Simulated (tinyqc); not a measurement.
Inside a calculation. Method: sp3 tight binding, zinc-blende lattice. One step of it, computed by the program tinyqc.

Task: Bloch Hamiltonian at X. Slater-Koster rules over the four bonds with direction cosines (l, m, n): ss V_ss; s-px l V_sp; px-s -l V_sp; px-px l^2 V_pps + (1 - l^2) V_ppp; px-py l m (V_pps - V_ppp); each times exp(i k.d).

Parameters chosen for this model: zinc-blende lattice, anion at 0, cation at a/4 (1,1,1); V = eta hbar^2 / (m d^2), hbar^2/m = 7.619964 eV angstrom^2:
```
parameter          value      unit
a               5.990000  angstrom
d               2.593746  angstrom
Es anion      -16.210000        eV
Ep anion       -8.090000        eV
Es cation     -12.460000        eV
Ep cation      -6.130000        eV
eta ss         -1.440000
eta sp          1.890000
eta pp sigma    2.180000
eta pp pi      -0.680000
V ss           -1.631025        eV
V sp            2.140720        eV
V pp sigma      2.469190        eV
V pp pi        -0.770206        eV
```

k point X (2 pi / a): [1, 0, 0]

Give: H(k) at X.

Result:

H(k) at X (eV), order a s, a px, a py, a pz, c s, c px, c py, c pz:
```
[[-16.210, 0.000, 0.000, 0.000, 0.000, 0.000+4.944i, 0.000, 0.000],
 [0.000, -8.090, 0.000, 0.000, 0.000-4.944i, 0.000, 0.000, 0.000],
 [0.000, 0.000, -8.090, 0.000, 0.000, 0.000, 0.000, 0.000+4.319i],
 [0.000, 0.000, 0.000, -8.090, 0.000, 0.000, 0.000+4.319i, 0.000],
 [0.000, 0.000+4.944i, 0.000, 0.000, -12.460, 0.000, 0.000, 0.000],
 [0.000-4.944i, 0.000, 0.000, 0.000, 0.000, -6.130, 0.000, 0.000],
 [0.000, 0.000, 0.000, 0.000-4.319i, 0.000, 0.000, -6.130, 0.000],
 [0.000, 0.000, 0.000-4.319i, 0.000, 0.000, 0.000, 0.000, -6.130]]
```
